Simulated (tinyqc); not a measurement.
MOSFET in the linear regime without short-channel effects, parameter extraction from computed curves: one step of the calculation.

Inversion charge Q = Cox n Vt W0(exp((Vg - VT)/(n Vt))), W0 the Lambert function and n = nf; u = Q/Cox; mobility mu = mu0/(1 + th1 u + th2 u^2); channel resistance Rch = (L - dL)/(W mu Q); Id = Vd/(Rch + Rsd/W). Cox = eps0 eox/tox. Small Vd, no channel-length or drain effects.

Task. Threshold and mobility at the peak transconductance. gm_i = (Id_(i+1) - Id_(i-1))/(Vg_(i+1) - Vg_(i-1)); at the point j of largest gm the tangent meets the axis at V_ext = Vg_j - Id_j/gm_j; field-effect mobility gm_j L/(W Cox Vd) with the drawn L.

Inputs (values chosen for the exercise); channel values of the order met in silicon transistors:
- eox = 9.06 (relative permittivity of the gate insulator (close to aluminium oxide))
- tox = 16 nm (insulator thickness)
- mu0 = 100 cm^2/(V s) (low-field mobility)
- VT = 0.34 V (threshold voltage)
- W = 1 um (gate width)
- L = 1.3 um (drawn gate length)
- dL = 0.014 um (drawn less effective length)
- Vd = 0.025 V (drain voltage)

Constants: eps0 = 8.8541878128e-14 F/cm where lengths are in cm. Results are converted to the units shown.

```
point  Vg (V)        Id (uA)
0        0.04  3.7817746e-18
1        0.19  1.7693453e-10
2        0.34   0.0046895558
3        0.49     0.12022298
4        0.64     0.24799744
5        0.79     0.37015072
6        0.94     0.48573008
7        1.09     0.59488096
8        1.24     0.69797295
9        1.39     0.79542145
```

Give: gm; j; V_ext; field-effect mobility.

Result.

gm, point 1 to 8 (uS): 0.015632  0.40074  0.81103  0.83309  0.79244  0.74910  0.70748  0.66847
j = 4
V_ext = 0.34232 V
field-effect mobility = 86.405 cm^2/(V s)

V_ext is 2.3 mV above the model VT, and the mobility so found is 15 % below mu0 L/(L - dL) = 101 cm^2/(V s), the value for the drawn L; attenuation, series resistance and the slow approach of Q to a straight line all lower the peak gm.

Computed by the program tinyqc: `OMP_NUM_THREADS=1 python tinyqc.py 2210165 2210166 out.jsonl`, one thread of a shared Intel Xeon 2.30GHz, about 0.01 s for the whole run.
